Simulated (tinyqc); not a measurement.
Minority carriers and saturation current of a heavily doped emitter: two steps of the calculation.

n-type, parabolic bands, full ionisation. eta = (EF - Ec)/kB T solves N = Nc F12(eta), F12(x) = (2/sqrt(pi)) int_0^infinity sqrt(u)/(1 + exp(u - x)) du. The gap shrinks rigidly by dEg = a3 y^(1/3) + a4 y^(1/4) + a2 y^(1/2), y = N/1e18 cm^-3, an empirical law that is here taken as the true narrowing.

Inputs (values chosen for the exercise); band and dielectric values close to those of silicon: temperature T = 400 K; conduction-band density of states at 400 K Nc = 4.34e19 cm^-3; ionised donor density N = 7.4e18 cm^-3; minority-hole mobility mup = 250 cm^2/(V s); Auger coefficient Cn = 1.9e-31 cm^6/s; defect lifetime ts = 0.25 us; emitter width W = 880 nm; recombination velocity at the contact S = 2.5e6 cm/s.

Constants: q = 1.602176634e-19 C, kB = 1.380649e-23 J/K, Vt = kB T/q. Results are converted to the units shown.

Question 1. Fermi level. Newton step on ln F12(eta) = ln(N/Nc): eta(new) = eta - ln(Nc F12/N) F12/Fm, Fm(x) = dF12/dx = (1/sqrt(pi)) int_0^infinity u^(-1/2)/(1 + exp(u - x)) du.

eta at the start (Boltzmann value) = -1.769

Wanted: F12; Fm; eta after iteration 1.

Answer 1.

F12 = 0.16108
Fm = 0.15244
eta after iteration 1 = -1.7089

Question 2. Saturation current. 1/tau = Cn N^2 + 1/ts, D = mup Vt, L = sqrt(D tau); J0 = (q p0 D/L)(s + tanh(W/L))/(1 + s tanh(W/L)), s = S L/D; the share recombining inside is 1 - 1/[cosh(W/L)(1 + tanh(W/L)/s)].

p0 = 6.4577142e6 cm^-3

Give: tau; L; s; J0; share recombining inside.

Answer 2.

tau = 69.423 ns
L = 7734.6 nm
s = 224.39
J0 = 9.7951e7 fA/cm^2
share recombining inside = 0.69389 %

The emitter is transparent: most holes reach the contact.

Range of the model: Band tails, non-parabolic bands and incomplete ionisation are left out.

Program tinyqc, `OMP_NUM_THREADS=1 python tinyqc.py 2330038 2330039 out.jsonl`; Intel Xeon 2.30GHz, shared host, one thread, about 0.01 s.
